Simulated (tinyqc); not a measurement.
# MESFET, gradual channel with velocity saturation: effects of single changes

A uniformly doped n-type channel, depleted from the top by a Schottky gate; at channel potential V the depleted share of a is u = sqrt((Vbi - Vg + V)/Vp), s at the source. Electrons drift with v = mu E/(1 + mu E/vsat). Abrupt depletion edge, no series resistance, source at 0.

Parameters, values chosen for the exercise; material values close to those of gallium arsenide: temperature T = 300 K; relative permittivity of the semiconductor eps_r = 13.1; conduction-band density of states at T Nc = 4.36e17 cm^-3; donor density of the channel Nd = 8.9e16 cm^-3; channel thickness a = 210 nm; low-field mobility at this doping mu = 4600 cm^2/(V s); saturation velocity vsat = 8.3e6 cm/s; gate length L = 10 um; gate width W = 50 um; Schottky barrier phiB = 0.78 V; gate voltage Vg = 0 V.

Constants: q = 1.602176634e-19 C, kB = 1.380649e-23 J/K, Vt = kB T/q, eps0 = 8.8541878128e-14 F/cm where lengths are in cm. Results are converted to the units shown.

Each table varies one quantity; the others keep the values above.

## Effect of the saturation velocity on saturation

Vbi = phiB - Vt ln(Nc/Nd); Vp = q Nd a^2/(2 eps0 eps_r); G0 = q mu Nd a W/L; Z = mu Vp/(vsat L); s = sqrt((Vbi - Vg)/Vp). I = (G0 Vp/3) F/(1 + Z (u^2 - s^2)), F = 3 (u^2 - s^2) - 2 (u^3 - s^3), with u at V = Vd; Z = 0 gives constant mobility, for which u stops at 1. The current peaks at u = um, the root of (1 - u)(1 + Z (u^2 - s^2)) = Z F/3; beyond Vdsat = Vp (um^2 - s^2) it is held at that value. gm = G0 (um - s)/(1 + Z (um^2 - s^2)).

The same in every row: Isat for Z = 0 (mA) = 2.9054.

Results:
```
vsat (cm/s)        Z       um  Vdsat (V)  Isat (mA)  gm (mS)
3e6           4.1565  0.80106     1.0005    0.89360  0.75814
4.8e6         2.5978  0.83769     1.1633     1.1664   1.0278
7.7e6         1.6194  0.87276     1.3259     1.4669   1.3476
2e7          0.62347  0.93127     1.6120     2.0582   2.0558
3.1e7        0.40224  0.95083     1.7118     2.2821   2.3547
5e7          0.24939  0.96692     1.7955     2.4764   2.6293
```

Estimate the missing row, vsat = 1.2e7 cm/s.

Computed row:
```
vsat (cm/s)       Z       um  Vdsat (V)  Isat (mA)  gm (mS)
1.2e7        1.0391  0.90245     1.4688     1.7526   1.6760
```

With this row back in the table: As vsat goes from 3e6 to 5e7 cm/s, Vdsat rises from 1.00 to 1.80 V, Isat rises from 0.894 to 2.48 mA and gm rises from 0.758 to 2.63 mS. Isat is 0.308 of the constant-mobility value in the first row and 0.852 in the last.

## Output curve

Same model as above.

Output curve:
```
Vd (V)  u (at most 1)  I for Z = 0 (mA)  I (mA)
0.3            0.6191            0.8844  0.7583
0.55           0.6896             1.479   1.133
0.8            0.7535             1.957   1.356
1.05           0.8124             2.330   1.473
1.3            0.8673             2.606   1.514
1.55           0.9189             2.789   1.516
1.8            0.9678             2.886   1.516
2.05            1.000             2.905   1.516
2.3             1.000             2.905   1.516
```

Read the table: what changes, and by how much?

With constant mobility the current rises from 0.884 to 2.91 mA and saturates at pinch-off, Vd = 1.97 V; with Z = 1.50 it saturates at 1.35 V and 1.52 mA. The two differ by 14 % in the first row and 48 % in the last.

## Effect of the donor density of the channel on saturation

Same model as above.

Effect of the donor density of the channel on saturation:
```
Nd (cm^-3)        Z       um  Vdsat (V)  Isat (mA)  Isat for Z = 0 (mA)  gm (mS)
4.4e16      0.74273  0.96708    0.53265    0.20225              0.26679  0.61448
6e16         1.0128  0.93273    0.86114    0.56359              0.86925  0.94685
8.1e16       1.3673  0.89197     1.2263     1.2219               2.2198   1.2897
1.1e17       1.8568  0.84528     1.6494     2.3764               5.1611   1.6628
1.5e17       2.5320  0.79482     2.1338     4.2973               11.306   2.0688
2e17         3.3760  0.74673     2.6369     7.0727               22.435   2.4746
2.7e17       4.5577  0.69644     3.2211     11.444               44.503   2.9326
```

What does the table show?

As Nd goes from 4.4e16 to 2.7e17 cm^-3, Vdsat rises from 0.533 to 3.22 V, Isat rises from 0.202 to 11.4 mA and gm rises from 0.614 to 2.93 mS. Isat is 0.758 of the constant-mobility value in the first row and 0.257 in the last. For Nd = 1.5e17 to 2.7e17 cm^-3 Nd is not small against Nc, so the Boltzmann form of Vbi is rough.

Program tinyqc, `OMP_NUM_THREADS=1 python tinyqc.py 2500012 2500013 out.jsonl`; Intel Xeon 2.30GHz, shared host, one thread, about 0.04 s.
